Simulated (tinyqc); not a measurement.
Worked calculation: RHF in the 6-311g basis, for He, spin multiplicity 1. One step of it, computed by the program tinyqc.

Question. Iteration 1: diagonalisation and new density. Diagonalise F' = X^T F X, C = X C', fill 1 alpha and 1 beta electrons from the bottom; D = 2 C_occ C_occ^T. Each column has its largest component positive (the first on a tie).

Fock matrix F (hartree):
```
           1He 1s     1He 2s     1He 3s
1He 1s   1.297358  -1.179368  -1.065020
1He 2s  -1.179368  -0.700651  -0.796781
1He 3s  -1.065020  -0.796781  -0.478038
```

X:
```
                1          2         3
1He 1s  -1.102035   0.913172  0.353396
1He 2s   2.064207  -0.049328  0.437907
1He 3s  -1.376014  -0.805348  0.373888
```

Give: F' = X^T F X; orbital energies; coefficients C; D after iteration 1.

Answer.

F' = X^T F X (hartree):
```
         1        2        3
1   4.3471  -2.3877  -0.3619
2  -2.3877   2.3795   0.3619
3  -0.3619   0.3619  -0.9465
```

orbital energies (hartree): MO1 -0.9885, MO2 0.7864, MO3 5.9821

coefficients C:
```
           MO1      MO2      MO3
1He 1s  0.2411  -0.1574  -1.4458
1He 2s  0.4998  -1.1395   1.7049
1He 3s  0.4024   1.4155  -0.7186
```

D after iteration 1:
```
        1He 1s  1He 2s  1He 3s
1He 1s  0.1163  0.2410  0.1941
1He 2s  0.2410  0.4996  0.4023
1He 3s  0.1941  0.4023  0.3239
```
